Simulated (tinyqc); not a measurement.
Lifetime against injection: carrier lifetime from Shockley-Read-Hall, radiative, Auger and surface recombination. Computed by tinyqc, a small Python program. Command: `OMP_NUM_THREADS=1 python tinyqc.py 3012827 3012828 out.jsonl lifetime walk`. One thread of a shared host (Intel(R) Xeon(R) Processor @ 2.30GHz), about 0.02 s of CPU time with the checks.

Energies are counted from the top of the valence band. Boltzmann statistics, full ionisation, and equal excess densities of electrons and holes.

Inputs (values chosen for the exercise, with bands modelled on CdS): gap E_g = 2.53 eV; electron mass m_e = 0.196 m_0; valleys M_c = 1; hole mass m_h = 0.774 m_0; temperature T = 300 K; doping N = 1.1e+18 cm^-3; trap level E_t = 1.48 eV; trap density N_t = 2.3e+14 cm^-3; electron cross-section sigma_n = 1.4e-16 cm^2; hole cross-section sigma_p = 3e-16 cm^2; radiative coefficient B = 3.6e-10 cm^3/s; Auger coefficient C_n = 1.7e-30 cm^6/s; Auger coefficient C_p = 4.8e-31 cm^6/s; diffusion coefficient D = 2.5 cm^2/s; surface velocity S = 470 cm/s; thickness W = 190 micrometre.

Doping: n-type. Surface term: two equal surfaces.

Constants: m_0 = 9.1093837015e-31 kg; k_B = 1.380649e-23 J/K; h = 6.62607015e-34 J s; k_B = 8.617333262e-05 eV/K.

Method:
- N_c = 2 M_c (2 pi m_e k_B T/h^2)^(3/2) and N_v = 2 (2 pi m_h k_B T/h^2)^(3/2), masses in units of m_0.
- n_i = sqrt(N_c N_v) exp(-E_g/2 k_B T); majority density N/2 + sqrt(N^2/4 + n_i^2), minority density n_i^2 over it.
- v = sqrt(3 k_B T/m) with m_e or m_h; tau_n0 = 1/(sigma_n v_n N_t), tau_p0 = 1/(sigma_p v_p N_t); n1 = N_c exp(-(E_g - E_t)/k_B T), p1 = N_v exp(-E_t/k_B T).
- The slowest diffusion mode has x tan x = S W/(2 D) with 0 < x < pi/2 (bisection), and tau_s = W^2/(4 x^2 D). The common approximation is W/(2 S) + W^2/(pi^2 D).
- With n = n_0 + dn, p = p_0 + dn and U/dn = 1/tau: (n p - n_i^2)/dn = n_0 + p_0 + dn = s; 1/tau_SRH = s/[tau_p0 (n + n1) + tau_n0 (p + p1)]; 1/tau_rad = B s; 1/tau_Aug = (C_n n + C_p p) s; the rates add, with 1/tau_s.
- Rows stop below half the smaller effective density of states.

N_c = 2.17749e+18 cm^-3

N_v = 1.70877e+19 cm^-3

n_0 = 1.10e+18 cm^-3

p_0 = 1.06443e-23 cm^-3

tau_p0 = 1.09170e-06 s

n1 = 4.99727 cm^-3

tau_n0 = 1.17721e-06 s

p1 = 2.34303e-06 cm^-3

tau_s = 3.32191e-05 s

Lifetimes (s):
```
dn (cm^-3)         SRH   radiative       Auger   effective  radiative efficiency  fastest channel
1.00e+10    1.0917e-06  2.5253e-09  4.8614e-07  2.5062e-09               0.99247        radiative
1.00e+11    1.0917e-06  2.5253e-09  4.8614e-07  2.5062e-09               0.99247        radiative
1.00e+12    1.0917e-06  2.5253e-09  4.8614e-07  2.5062e-09               0.99247        radiative
1.00e+13    1.0917e-06  2.5252e-09  4.8613e-07  2.5062e-09               0.99247        radiative
1.00e+14    1.0918e-06  2.5250e-09  4.8604e-07  2.5060e-09               0.99247        radiative
1.00e+15    1.0928e-06  2.5230e-09  4.8514e-07  2.5040e-09               0.99247        radiative
1.00e+16    1.1023e-06  2.5025e-09  4.7621e-07  2.4836e-09               0.99246        radiative
1.00e+17    1.1898e-06  2.3148e-09  3.9911e-07  2.2969e-09               0.99225        radiative
1.00e+18    1.6523e-06  1.3228e-09  1.1758e-07  1.3069e-09               0.98805        radiative
```

tau_SRH goes from 1.09e-6 s at low injection (the minority capture time, 1.09e-6 s) to 1.65e-6 s in the last row; at high injection it tends to tau_n0 + tau_p0 = 2.27e-6 s. Ruling channel by row: radiative from 1e10 cm^-3. Caution: the doping is near the effective density of states, where Boltzmann statistics fail and the gap narrows.
